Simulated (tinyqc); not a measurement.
Inside a calculation: six-band hole subbands of a thin body in a field. Values are carried at full precision from step to step, so a last printed digit may differ when a step is redone from the rounded ones.

Constants: hbar^2/2m0 = 3.80998211 eV angstrom^2.

Inputs chosen for the exercise (near those of a p-type Si channel; shifted at random, so the results belong to these values and not to a real crystal):
- S = (7.73, -2.12, 12.41) 1/TPa (compliances s11, s12, s44)
- sx = -0.5 GPa (stress along the channel [1-10], negative in compression)
- b = -2.1 eV (tetragonal potential)
- d = -4.78 eV (trigonal potential)
- g1 = 4.29 (Luttinger gamma1)
- g2 = 0.34 (gamma2)
- g3 = 1.44 (gamma3)
- face = 110 (surface)
- Dso = 0.045 eV (spin-orbit splitting)
- t = 95 angstrom (body thickness)
- F = 0.2 MV/cm (field across the body)
- kmax = 0.06 1/angstrom (end of the path)

## Strain and its block

exx = eyy = (s11 + s12) sx/2, ezz = s12 sx, exy = -s44 sx/4 (1 GPa/TPa = 1e-3). With e0 the traceless part, B_XX = 2b e0xx - b (e0yy + e0zz) and B_XY = sqrt(3) d exy.

strain, lower triangle:
```
           x          y         z
x  -0.001403
y   0.001551  -0.001403
z          0          0  0.001060
```

B (eV), lower triangle:
```
          X        Y         Z
X   0.00517
Y  -0.01284  0.00517
Z         0        0  -0.01034
```

## Confinement masses without spin-orbit coupling

C(n n^T)/c has C_XX = (g1 + 4 g2) nx^2 + (g1 - 2 g2)(ny^2 + nz^2) and C_XY = 6 g3 nx ny, n the unit normal; its eigenvalues are the inverse masses along n.

C(n n^T)/c, lower triangle:
```
        X       Y       Z
X  4.6300
Y  4.3200  4.6300
Z       0       0  3.6100
```

masses (m0): 3.2258  0.2770  0.1117

The heaviest mass, 3.23, comes from a near cancellation among the gammas, so a few per cent in them move it strongly.

## The matrix for one sine at q = 0

Basis X, Y, Z times spin, hole energies counted downwards from the unstrained edge (the hydrostatic shift is left out), c = hbar^2/2m0. For a symmetric tensor T let C(T) have C_XX = L Txx + M (Tyy + Tzz), C_XY = N Txy (cyclic), L = c (g1 + 4 g2), M = c (g1 - 2 g2), N = 6 c g3. k = q + kz n, n the unit normal, q = k1 u + k2 v with u along the channel [1-10] and v = n x u. H = C(k k^T) + (Dso/3)(1 - L.sigma) - B + e F z with (L_k)_ij = -i epsilon_kij; B is the block C built from the traceless strain with 2b, -b and sqrt(3) d in place of L, M, N. Strain: exx = eyy = (s11 + s12) sx/2, ezz = s12 sx, exy = -s44 sx/4. Hard walls at z = 0 and t; basis sin(j pi z/t), j = 1 to Nz: kz^2 = (j pi/t)^2, kz = -i D with D_jl = 4 j l/(t (j^2 - l^2)), z_jj = t/2 and z_jl = -8 t j l/(pi (j^2 - l^2))^2 for j + l odd; 1 MV/cm = 0.01 eV/angstrom.

Nz = 1, in meV.

H (meV), lower triangle (Hermitian):
```
              X+       Y+      Z+            X-      Y-      Z-
X+        124.12
Y+  30.84-15.00i   124.12
Z+             0        0  135.38
X-             0        0   15.00        124.12
Y-             0        0  15.00i  30.84+15.00i  124.12
Z-        -15.00  -15.00i       0             0       0  135.38
```

## Its levels

Diagonalise; the levels come in pairs. Give each pair and its weights on X, Y, Z, summed over spin and averaged over the pair.

levels (meV): 86.94  128.05  168.64

weights:
```
   pair 1  pair 2  pair 3
X   0.469   0.152   0.379
Y   0.469   0.152   0.379
Z   0.061   0.696   0.243
```

## More sines

The four lowest pairs at q = 0.

Hole energies (meV):
```
Nz  pair 1  pair 2  pair 3  pair 4
1    86.94  128.05  168.64       -
2    56.07  111.69  124.16  156.42
4    37.82   77.91  109.73  117.89
8    33.68   63.27   88.22  109.40
16   33.61   62.95   87.22  108.20
```

One sine is 53.33 meV off in the top subband, since the field mixes the sines. The second pair lies 29.3 meV deeper.

## Dispersion of the top subband

Nz = 14; the two lowest levels (spin-split where the field breaks inversion), in meV from their value at q = 0.

Energies (meV):
```
|q| (1/angstrom)    u a     u b    v a    v b
0.015              6.97    7.81   3.02   3.13
0.030             28.40   30.38  12.17  12.43
0.045             62.75   66.83  27.40  27.89
0.060             96.72  100.47  48.62  49.48
```

From the mean of each pair in the first row, c q^2/E gives 0.12 m0 along u and 0.28 m0 along v. The largest distance between a and b in the table is 4.08 meV.

## Checks

- Top level at q = 0 on (001) without field and stress against c (g1 - 2 g2)(pi/t)^2, eV: both 0.01504.
- Hermiticity, and E(q) against E(-q): they agree to 1e-10 or better.

tinyqc: `OMP_NUM_THREADS=1 python tinyqc.py 1281664 1281665 out.jsonl`; about 0.3 s, one thread, shared Intel(R) Xeon(R) Processor @ 2.30GHz.
